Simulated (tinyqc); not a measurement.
# Mass and degeneracy from charge and saturation current

Inverse problem. At high drain voltage only states moving towards the drain are filled: n = (N0/2) F_0(eta), N0 = gv m kB T/(pi hbar^2), F_0(x) = ln(1 + exp x), and I = q (N0/2) vT F_(1/2)(eta) per width, vT = sqrt(2 kB T/(pi m)), F_(1/2)(x) = (2/sqrt(pi)) int_0^infinity u^(1/2)/(1 + exp(u - x)) du. Find eta and m.

Inputs (values chosen for the exercise):
- T = 150 K (temperature)
- gv = 1 (valley degeneracy)

Constants: q = 1.602176634e-19 C, kB = 1.380649e-23 J/K, hbar = 1.054571817e-34 J s, m0 = 9.1093837015e-31 kg. Results are converted to the units shown.

n = 6.8713820e11 cm^-2
I = 363.26931 uA/um

Answer. The mass drops out of I^2/(q^2 n) = gv (kB T)^2 F_(1/2)^2/(pi^2 hbar^2 F_0), which rises with eta and so fixes it; n then gives m.

eta = 5.590
m = 0.04550 m0

Computed by the program tinyqc: `OMP_NUM_THREADS=1 python tinyqc.py 2400086 2400087 out.jsonl`, one thread of a shared Intel Xeon 2.30GHz, about 0.01 s for the whole run.
